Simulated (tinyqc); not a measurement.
Two-band model of a narrow-gap semiconductor with electrons and holes: one step, computed by the program tinyqc.

Two parabolic bands with acoustic scattering (r = -1/2, a = 0), a gap that does not change with T, and fully ionised dopants. Melting is ignored, so values above the melting point are formal, and kappa_L does not change with T. eta_n = (E_F - E_c)/(k_B T), eta_p = -eta_n - E_g/(k_B T).

Question. Each band alone. With x = E/(k_B T), a = alpha k_B T (0 for a parabolic band), G = x (1 + a x), D = 1 + 2 a x and <y> = int y f (1 - f) dx, f = 1/(1 + exp(x - eta)): tau = tau_0 G^r/D; transport function s = G^(3/2 + r)/D^2; n = N_0 <G^(3/2)> with N_0 = (2 m k_B T)^(3/2)/(3 pi^2 hbar^3). Integrals over x = E/(k_B T) use 160 Gauss-Legendre points in u = sqrt(x) from 0 to sqrt(max(eta, 0) + 32). sigma = e mu_0 N_0 <s> with mu_0 = e tau_0/m = mu_300 (T/300 K)^(-p); |S| = (k_B/e)(<x s>/<s> - eta); Lorenz number L = (k_B/e)^2 (<x^2 s>/<s> - (<x s>/<s>)^2); kappa_e = L sigma T; zT = S^2 sigma T/(kappa_L + kappa_e). Hall factor r_H = <x^(3/2)> <x^(1/2)>/<s>^2.

Inputs (values chosen for the exercise, for a model material): electron mass m_n = 0.074 m_0; hole mass m_p = 0.15 m_0; electron mobility parameter mu_300,n = 1900 cm^2/(V s); hole mobility parameter mu_300,p = 280 cm^2/(V s); temperature exponent p = 1.5; temperature T = 380 K.

Doping: n-type.

eta_n = -0.8079084

eta_p = -13.54505

Constants: e = 1.602176634e-19 C; m_0 = 9.1093837015e-31 kg; k_B = 1.380649e-23 J/K; hbar = 1.054571817e-34 J s; k_B = 8.617333262e-05 eV/K.

Give: Partial coefficients.

Answer.

Partial coefficients:
```
band       sigma (S/cm)  |S| (microvolt/K)  L (1e-8 V^2/K^2)  density (1/cm^3)  Hall factor
electrons        42.645             258.50            1.5535        2.8000e+17       1.1536
holes        6.4476e-05             1339.6            1.4852        2.7237e+12       1.1781
```

The minority carriers have the larger |S|, since the Fermi level lies farther from their band; they carry 0.00015 % of the conductivity.
